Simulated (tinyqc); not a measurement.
Single-junction solar cell, detailed-balance limit: two steps of the calculation.

Every photon above the gap Eg makes one pair and none below is absorbed; carriers thermalise at T and move without loss. Jsc = q fs X Phi(Eg, Ts); the dark current is J0 = q ge Phi(Eg, T)/ERE with the Boltzmann factor exp(V/Vt). The efficiency is the electrical power over fs X sigma Ts^4.

Parameters, values chosen for the exercise:
```
symbol  value  unit                        meaning
T         350     K               cell temperature
ERE       0.1        external radiative efficiency
Eg       1.03    eV                       band gap
```

Constants: q = 1.602176634e-19 C, kB = 1.380649e-23 J/K, Vt = kB T/q. Results are converted to the units shown.

Problem 1. Maximum power point by substitution. v = Vmp/Vt solves (1 + v) exp(v) = 1 + Jsc/J0; v(new) = ln[(1 + Jsc/J0)/(1 + v)].

v at the start = 0
Jsc = 57.353008 mA/cm^2
J0 = 7.9213715e-9 mA/cm^2

Find: v after iteration 1.

Solution 1.

v after iteration 1 = 22.70

Problem 2. Voltages, fill factor and efficiency. Voc = Vt ln(1 + Jsc/J0), Vmp = v Vt, Jmp = Jsc - J0 (exp(v) - 1), FF = Vmp Jmp/(Voc Jsc), efficiency Vmp Jmp/Pin.

v = 19.674048
Jsc = 57.353008 mA/cm^2
J0 = 7.9213715e-9 mA/cm^2
Pin = 134.82034 mW/cm^2

Find: Voc; Eg/q - Voc; Vmp; Jmp; FF; efficiency.

Solution 2.

Voc = 0.68474 V
Eg/q - Voc = 0.34526 V
Vmp = 0.59338 V
Jmp = 54.579 mA/cm^2
FF = 0.82467
efficiency = 24.022 %

Of the voltage deficit, Vt ln(1/ERE) = 69.4 mV is due to non-radiative recombination.

Numbers from tinyqc (`OMP_NUM_THREADS=1 python tinyqc.py 2820123 2820124 out.jsonl`; about 0.01 s on one thread of a shared Intel Xeon 2.30GHz).
